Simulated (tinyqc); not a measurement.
# Field-effect mobility of a thin-film transistor with band-tail and deep states (multiple trapping), step by step

A worked calculation. Computed by tinyqc, a small Python program that keeps every step. Command: `OMP_NUM_THREADS=1 python tinyqc.py 3029354 3029355 out.jsonl tft walk`. One thread of a shared host (Intel(R) Xeon(R) Processor @ 2.30GHz), about 0.06 s of CPU time with the checks. Intermediate numbers are printed to about 6 digits and carried at full precision; extremes and crossings named in words are read from the listed rows.

A thick film in accumulation at small drain voltage. Only free electrons move; trapped ones still screen the gate. N_c and mu_0 are held fixed when T changes, leaving out the T^(3/2) growth of N_c. x = E_0 - psi is the distance of the Fermi level below the band edge.

Inputs (values chosen for the exercise, modelled on amorphous silicon): permittivity eps = 11.8; effective density of states N_c = 2e+20 1/cm^3; band mobility mu_0 = 8.4 cm^2/(V s); tail density at the edge g_t = 4.1e+21 1/(eV cm^3); tail width E_t = 43 meV; deep-state density g_d = 2.3e+16 1/(eV cm^3); flat-band Fermi level below the edge, E_0 = 0.68 eV; equivalent oxide thickness t = 53 nm; surface band bending psi_s as a fraction of E_0 = 0.93; temperature T = 350 K.

Deep states: included.

Constants: k_B = 8.617333262e-05 eV/K; e = 1.602176634e-19 C; eps_0 = 8.8541878128e-12 F/m.

## Free and trapped densities

F_j(eta) = int_0^infinity x^j/(1 + exp(x - eta)) dx, without a gamma-function factor. Integrals over x = E/(k_B T) use 160 Gauss-Legendre points in u = sqrt(x) from 0 to sqrt(max(eta, 0) + 32). Free n(x) = N_c (2/sqrt(pi)) F_1/2(-x/k_B T), with F_1/2 from its two-term series in exp(-x/k_B T) for x >= 12 k_B T; tail n_t(x) = int_0^1.2eV g_t exp(-E/E_t)/(1 + exp((x - E)/k_B T)) dE, E counted down from the edge, 120 Gauss-Legendre points; deep charge g_d psi; space charge rho(psi) = n + n_t + g_d psi less its value at psi = 0.

Local densities at x = 0.4, 0.3, 0.2, 0.15, 0.1, 0.05, 0 and -0.05 eV:
```
x (eV)   n (1/cm^3)  n_t (1/cm^3)  n/(n + n_t)
0.40    3.47763e+14   4.32212e+16     0.007982
0.30    9.57663e+15   4.29805e+17     0.021796
0.20    2.63605e+17   4.05501e+18     0.061039
0.15    1.38059e+18   1.18565e+19     0.104297
0.10    7.17118e+18   3.21641e+19     0.182309
0.05    3.57816e+19   7.48109e+19     0.323544
0.00    1.53029e+20   1.30508e+20     0.539716
-0.05   4.69489e+20   1.63911e+20     0.741220
```

E_t/k_B T = 1.43: deep in the tail n_t follows exp(-x/E_t), more slowly than n, so the free share grows as the Fermi level rises.

## One gate voltage

Poisson: F(psi) = sqrt((2 e/(eps eps_0)) int_0^psi rho dpsi'); V_G - V_FB = psi_s + eps F(psi_s) t/3.9; free sheet density N_f = int (n - n(E_0))/F dpsi; induced sheet density N_i = eps eps_0 F(psi_s)/e; trapezoid rule on 301 even points in psi, the first interval left out of N_f. mu_eff = mu_0 N_f/N_i; field-effect mobility mu_FE = mu_0 e (dN_f/dV_G)/C_ox and swing S = dV_G/dlog10(N_f), by a central difference of +/- 2 mV in psi_s; C_ox = 3.9 eps_0/t.

surface field = 1302.88 kV/cm

V_G - V_FB = 21.5253 V

free sheet density N_f = 1.38019e+12 1/cm^2

induced sheet density N_i = 8.49623e+12 1/cm^2

effective mobility mu_eff = 1.36455 cm^2/(V s)

field-effect mobility mu_FE = 2.77986 cm^2/(V s)

swing S = 23621.0 mV/decade

16 % of the induced charge is free. mu_FE exceeds mu_eff because the free share is still growing with V_G. The swing is 340.13 times the ideal ln(10) k_B T/e.

## Transfer curve

The formulas are those given above.

Against the band bending:
```
psi_s (V)  V_G - V_FB (V)  N_f (1/cm^2)  mu_eff (cm^2/(V s))  mu_FE (cm^2/(V s))  S (mV/decade)
0.24               0.5707   1.77234e+08          1.10719e-02             0.02496          337.9
0.34               1.1754   2.06399e+09          5.10334e-02             0.10493          935.9
0.42               2.4028   1.29890e+10          1.35312e-01             0.26102         2367.6
0.49               4.8454   6.14259e+10          2.91320e-01             0.55746         5242.6
0.54               8.1782   1.84099e+11          4.97867e-01             0.96587         9068.6
0.60              15.3922   6.84178e+11          9.55407e-01             1.91456        17002.1
0.65              25.7250   2.00593e+12          1.65245e+00             3.37461        28278.7
0.69              37.9827   4.48310e+12          2.48317e+00             4.90441        43481.2
0.75              64.2975   1.20470e+13          3.91590e+00             6.67532        85833.5
```

The steepest swing among the rows is 338 mV/decade. mu_eff climbs from 0.011 to 3.9, 47 % of mu_0 in the last row. Between rows 6 and 7 N_f scales as (V_G - V_FB - psi_s)^2.04; an exponential tail holding all the charge would give the larger of 1 and 2 E_t/k_B T - 1, here 1.85, and free charge alone 1; charge in deep states makes the exponent larger and lets it vary with V_G. The last row needs an oxide field above 5 MV/cm, near or beyond breakdown.

Checks made by the program: tail integral against adaptive quadrature (relative difference below 1e-10).
